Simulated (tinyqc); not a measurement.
## Double-gate transistor below threshold, two-dimensional Poisson equation on a small mesh: effect of the drain voltage

Half of a symmetric double-gate structure: row 0 is the mid-plane of the body, where the normal field vanishes. Mobile charge is neglected (subthreshold), the body is fully depleted, and potentials are counted from the intrinsic level; rows run upward to the gate, columns from source to drain.

Mesh: rows i = 0..12 in the semiconductor (step hs = tb/12, row 12 on the interface), then 8 step(s) ho = tox/8 up to the gate row 20; columns j = 0..80 (step hy = L/80). Box integration, divided by eps0: up_i = eps hy/h of the interval above row i, dn_i = that of the interval below (0 for row 0), lat_i = (sum of eps h/2 over the intervals above and below)/hy, s_i = -q Na w_i hy/eps0 with w_i the semiconductor height of the box (hs/2 for row 0 and the interface row, hs between, 0 in the insulator). Each free node obeys (up + dn + 2 lat) psi = up psi(above) + dn psi(below) + lat [psi(left) + psi(right)] + s. Fixed values: gate row Vg - Vfb; column 0 at Vbi and the last column at Vbi + Vd in the semiconductor, each running linearly to Vg - Vfb across the insulator. The system is solved directly. On row 0 the minimum of psi and its place come from a parabola through the three lowest nodes; barrier = Vbi - minimum, swing = Vt ln 10/(d psi/dVg), DIBL = (d psi/dVd)/(d psi/dVg) there. Lambda = pi/k with k the smallest positive root of tan(k tox) tan(k tb) = eox/eps_r.

Inputs (values chosen for the exercise); semiconductor permittivity made up:
- T = 300 K (temperature)
- eps_r = 9.4 (relative permittivity of the semiconductor)
- eox = 25 (relative permittivity of the insulator)
- tb = 3 nm (half the body thickness)
- tox = 7.6 nm (insulator thickness)
- L = 38 nm (channel length)
- Na = 2.2e17 cm^-3 (acceptor density of the depleted body)
- Vbi = 0.59 V (potential of the source)
- Vfb = 0.1 V (gate offset)
- Vg = 0 V (gate voltage)

Constants: q = 1.602176634e-19 C, kB = 1.380649e-23 J/K, Vt = kB T/q, eps0 = 8.8541878128e-14 F/cm where lengths are in cm. Results are converted to the units shown.

Effect of the drain voltage:
```
Vd (V),L/Lambda,barrier (V),place y/L,swing (mV/decade),DIBL (mV/V)
0.05,2.152,0.6455,0.4948,63.99,36.16
0.25,2.152,0.6391,0.4772,64.04,32.12
0.45,2.152,0.6335,0.4629,64.14,29.20
0.65,2.152,0.6283,0.4510,64.25,26.98
0.85,2.152,0.6234,0.4407,64.38,25.21
1.05,2.152,0.6189,0.4317,64.51,23.76
```

What does the comparison show?

As Vd goes from 0.05 to 1.05 V, the barrier falls from 0.645 to 0.619 V, the swing rises from 64.0 to 64.5 mV a decade and DIBL falls from 36.2 to 23.8 mV/V; the ideal swing is 59.5. The barrier top moves from y/L = 0.495 to 0.432, towards the source.

Computed by the program tinyqc: `OMP_NUM_THREADS=1 python tinyqc.py 2480086 2480087 out.jsonl`, one thread of a shared Intel Xeon 2.30GHz, about 0.09 s for the whole run.
